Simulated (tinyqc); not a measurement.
# Inputs raised by 5 %, one at a time

Model: configuration-coordinate model of a defect: Huang-Rhys factor and luminescence line shape. Computed by tinyqc, a small Python program. Command: `OMP_NUM_THREADS=1 python tinyqc.py 3028716 3028717 out.jsonl ccline sens`. One thread of a shared host (Intel(R) Xeon(R) Processor @ 2.30GHz), about 0.06 s of CPU time with the checks.

Ground state E_g(Q) = (1/2) omega_g^2 Q^2; excited state E_e(Q) = E_0 + (1/2) omega_e^2 (Q - dQ)^2 with omega_e = omega_g and E_0 = E_ZPL. Q is mass-weighted; the dipole does not depend on Q (Condon approximation).

Inputs (values chosen for the exercise, for a model defect): zero-phonon energy E_ZPL = 0.594 eV; displacement dQ = 0.537 u^(1/2) angstrom; ground-state phonon hbar omega_g = 59.8 meV; temperature T = 4 K; refractive index n_r = 3.39; transition dipole mu = 1.4 e angstrom; quenching prefactor nu_0 = 1e+12 1/s.

Modes: equal frequencies in both states.

Constants: hbar^2/u = 4.18015928e-03 eV angstrom^2; k_B = 8.617333262e-05 eV/K; hbar = 6.582119569e-16 eV s; e = 1.602176634e-19 C; eps_0 = 8.8541878128e-12 F/m; hbar = 1.054571817e-34 J s; c = 299792458 m/s.

Method:
- S = hbar omega dQ^2/(2 hbar^2/u) for each state; relaxation energy S hbar omega; absorption at E_0 + S_e hbar omega_e, emission at E_0 - S_g hbar omega_g; the Stokes shift is their difference.
- Overlaps <m_e|n_g> of harmonic-oscillator functions (Hermite recursion, positive leading coefficients) by a sum over an even grid (700 points from x = -9 to 9 + d for the small table, 1500 points from -16 to 16 + d for the thermal sums), with x = Q sqrt(omega_g/hbar), d = sqrt(2 S_g) and frequency ratio omega_e/omega_g.
- Initial levels m = 0..24 carry Boltzmann weights exp(-m hbar omega_e/k_B T), normalised; final levels n = 0..79; a line lies at E_ZPL + m hbar omega_e - n hbar omega_g with weight w_m <m|n>^2. Moments are taken over these weights without the E^3 factor; FWHM = 2 sqrt(2 ln 2) x standard deviation; the zero-phonon weight is the sum of w_m <m|m>^2.
- The curves cross at the root Q_c nearest dQ; the barrier is (1/2) omega_e^2 (Q_c - dQ)^2, with (1/2) omega^2 = (hbar omega)^2/(2 hbar^2/u). k_r = n_r omega^3 mu^2/(3 pi eps_0 hbar c^3) at the vertical emission energy, without local-field correction; k_nr = nu_0 exp(-barrier/k_B T) (Mott-Seitz); yield = k_r/(k_r + k_nr); T_1/2 = barrier/(k_B ln(nu_0/k_r)).

Runs:
```
input moved                              from       to     S_g  Stokes shift (eV)  zero-phonon weight  classical barrier (eV)
base run                                    -        -  2.0627            0.24669             0.12712                 0.44897
displacement dQ (u^(1/2) angstrom)      0.537  0.56385  2.2741            0.27198             0.10289                 0.38564
ground-state phonon hbar omega_g (meV)   59.8    62.79  2.1658            0.27198             0.11466                 0.38564
zero-phonon energy E_ZPL (eV)           0.594   0.6237  2.0627            0.24669             0.12712                 0.50742
temperature T (K)                           4      4.2  2.0627            0.24669             0.12712                 0.44897
transition dipole mu (e angstrom)         1.4     1.47  2.0627            0.24669             0.12712                 0.44897
refractive index n_r                     3.39   3.5595  2.0627            0.24669             0.12712                 0.44897
```

Exponents ln(y'/y) / ln(x'/x):
```
input                             S_g  Stokes shift  zero-phonon weight  classical barrier
displacement dQ                     2             2              -4.333             -3.116
ground-state phonon hbar omega_g    1             2              -2.114             -3.116
zero-phonon energy E_ZPL            0             0               0.000              2.508
temperature T                       0             0               0.000              0.000
transition dipole mu                0             0               0.000              0.000
refractive index n_r                0             0               0.000              0.000
```

To which inputs is each result most sensitive?

Among the inputs moved here: S_g answers most in size to displacement dQ (exponent +2.000), next to ground-state phonon hbar omega_g (+1.000); its exponent is below 0.0005 for zero-phonon energy E_ZPL, temperature T, transition dipole mu, refractive index n_r. Its exponent +2.000 in displacement dQ: S goes as dQ^2. Its exponent +1.000 in ground-state phonon hbar omega_g: S goes as omega at fixed dQ. Stokes shift answers most in size to displacement dQ (exponent +2.000), and about equally to ground-state phonon hbar omega_g (+2.000); its exponent is below 0.0005 for zero-phonon energy E_ZPL, temperature T, transition dipole mu, refractive index n_r. Its exponent +2.000 in displacement dQ: relaxation energies go as omega^2 dQ^2. Zero-phonon weight answers most in size to displacement dQ (exponent -4.333), next to ground-state phonon hbar omega_g (-2.114); its exponent is below 0.0005 for zero-phonon energy E_ZPL, temperature T, transition dipole mu, refractive index n_r. Classical barrier answers most in size to displacement dQ (exponent -3.116), and about equally to ground-state phonon hbar omega_g (-3.116); its exponent is below 0.0005 for temperature T, transition dipole mu, refractive index n_r.

Caution (all rows): for small S the spectrum is a set of resolved lines, and a Gaussian width has little meaning. Caution (all rows): the band is wide against its energy, so the E^3 factor left out of the moments shifts the observed peak up.

Extremes, crossings and ranges named in words are read from the listed rows.
